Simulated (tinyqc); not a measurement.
Undoped symmetric double-gate MOSFET, analytic potential model: two steps of the calculation.

An undoped body of thickness ts between two equal insulators and tied gates; long channel, electrons only, n = ni exp((psi - V)/Vt) with V the quasi-Fermi potential (0 at the source, Vd at the drain), constant mobility, no quantisation. Across the body psi(x) = V - 2 Vt ln[(ts/(2 beta)) sqrt(q ni/(2 eps0 eps_r Vt)) cos(2 beta x/ts)], x from the centre. Q is the electron charge per area of the whole body.

Inputs (values chosen for the exercise); material values close to those of silicon:
- T = 300 K (temperature)
- eps_r = 11.9 (relative permittivity of the semiconductor)
- ts = 15 nm (body thickness)
- Vg = 0.17 V (gate voltage)

Constants: q = 1.602176634e-19 C, kB = 1.380649e-23 J/K, Vt = kB T/q, eps0 = 8.8541878128e-14 F/cm where lengths are in cm. Results are converted to the units shown.

Question 1. beta at the source by Newton steps in z = ln(tan beta). With V = 0, t = exp(z), beta = arctan(t): f = ln(beta) + (1/2) ln(1 + t^2) + 2 r beta t - (Vg - V0)/(2 Vt); with c = t/(1 + t^2), df/dz = c/beta + t c + 2 r t (c + beta); z(new) = z - f/(df/dz).

z at the start = 0
r = 0.17246377
V0 = 0.30135893 V

Wanted: beta; f; df/dz; z after iteration 1.

Answer 1.

beta = 0.7854
f = 2.917
df/dz = 1.580
z after iteration 1 = -1.846

Question 2. Potential and electron density across the body at the source. psi(x) as above with V = 0 and beta = beta_s; n = ni exp(psi/Vt).

| point | x/ts |
|---|---|
| 0 | 0 |
| 1 | 0.1 |
| 2 | 0.2 |
| 3 | 0.3 |
| 4 | 0.4 |
| 5 | 0.45 |
| 6 | 0.5 |

beta_s = 0.078410502
ni = 1.0737373e10 cm^-3

Give: psi; n.

Answer 2.

| point | psi (V) | n (cm^-3) |
|---|---|---|
| 0 | 0.32973 | 3.7165e15 |
| 1 | 0.32974 | 3.7174e15 |
| 2 | 0.32976 | 3.7202e15 |
| 3 | 0.32979 | 3.7247e15 |
| 4 | 0.32983 | 3.7312e15 |
| 5 | 0.32986 | 3.7351e15 |
| 6 | 0.32989 | 3.7395e15 |

The density at the surface is 1.01 times that at the centre (1/cos^2 beta).

Numbers from tinyqc (`OMP_NUM_THREADS=1 python tinyqc.py 2440098 2440099 out.jsonl`; about 0.01 s on one thread of a shared Intel Xeon 2.30GHz).
